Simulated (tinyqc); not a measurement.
Inside a calculation. Model: electron continuity equation in a given potential, Scharfetter-Gummel discretisation.

Computed by the program tinyqc: `OMP_NUM_THREADS=1 python tinyqc.py 2220037 2220038 out.jsonl`, one thread of a shared Intel Xeon 2.30GHz, about 0.01 s for the whole run. Printed values are rounded.

Steady state in one dimension: J = q mu n E + q D dn/dx with E = -dpsi/dx and D = mu Vt, dJ/dx = q (n/tau - G), fixed densities nL and nR at the ends. The potential is given, psi = U (x/L)^2, and is not changed by the electrons.

Parameters, values chosen for the exercise; mobility close to that of indium arsenide at room temperature:
```
symbol,value,unit,meaning
T,250,K,temperature
mu,30000,cm^2/(V s),electron mobility
L,8.5,um,length of the region
nL,1.8e14,cm^-3,density at x = 0
nR,1.4e15,cm^-3,density at x = L
tau,2e-10,s,lifetime
G,0,cm^-3 s^-1,uniform generation rate
U,-0.2,V,potential difference psi(L) - psi(0)
```

Constants: q = 1.602176634e-19 C, kB = 1.380649e-23 J/K, Vt = kB T/q. Results are converted to the units shown.

Range of the model: The drift velocity mu E exceeds 1e7 cm/s somewhere, where real mobilities no longer stay constant.

## Potential on the mesh

8 equal intervals, h = L/8; psi = U (x/L)^2.

psi, node 0 to 8 (V): 0.000000  -0.003125  -0.012500  -0.028125  -0.050000  -0.078125  -0.112500  -0.153125  -0.200000

## Bernoulli factors

d_i = (psi_(i+1) - psi_i)/Vt; B(d) = d/(exp(d) - 1), B(0) = 1. The flux on interval i is J_i = (q D/h) [n_(i+1) B(d_i) - n_i B(-d_i)].

```
interval	d_i	B(d_i)	B(-d_i)
0	-0.14506	1.07428	0.929225
1	-0.43517	1.23332	0.798147
2	-0.72528	1.40610	0.680815
3	-1.01540	1.59218	0.576780
4	-1.30551	1.79091	0.485398
5	-1.59562	2.00149	0.405867
6	-1.88573	2.22300	0.337269
7	-2.17585	2.45446	0.278610
```

The largest |d_i| is 2.18, above 2, where central differences lose the sign pattern that keeps densities positive.

## Tridiagonal system for the inner nodes

Row i (1 to 7): B(-d_(i-1)) n_(i-1) + b_i n_i + B(d_i) n_(i+1) = f_i with b_i = -B(-d_i) - B(d_(i-1)) - h^2/(D tau) and f_i = -G h^2/D; the known end values are moved to the right: f_1 loses B(-d_0) nL and f_7 loses B(d_7) nR. h = L/8, D = mu Vt.

```
node	diagonal b	right side f (cm^-3)
1	-1.95976	-1.67260e14
2	-2.00147	0
3	-2.07021	0
4	-2.16491	0
5	-2.28411	0
6	-2.42609	0
7	-2.58895	-3.43624e15
```

## Densities and current

B(d_i) and B(-d_i) are the Bernoulli factors of the potential steps, b and f the diagonal and right side. Solve B(-d_(i-1)) n_(i-1) + b_i n_i + B(d_i) n_(i+1) = f_i (end values already in f), then J_i = (q D/h) [n_(i+1) B(d_i) - n_i B(-d_i)], h = L/8, D = mu Vt.

n, node 0 to 8 (cm^-3): 1.8e14  1.73411e15  2.61991e15  2.74490e15  2.44876e15  2.07612e15  1.77541e15  1.55856e15  1.4e15
J, interval 0 to 7 (A/cm^2): 1652.55  1800.15  2023.14  2256.78  2465.20  2641.91  2793.03  2925.69

Against a mesh 200 times finer the densities are off by at most 0.68 % of their local values.
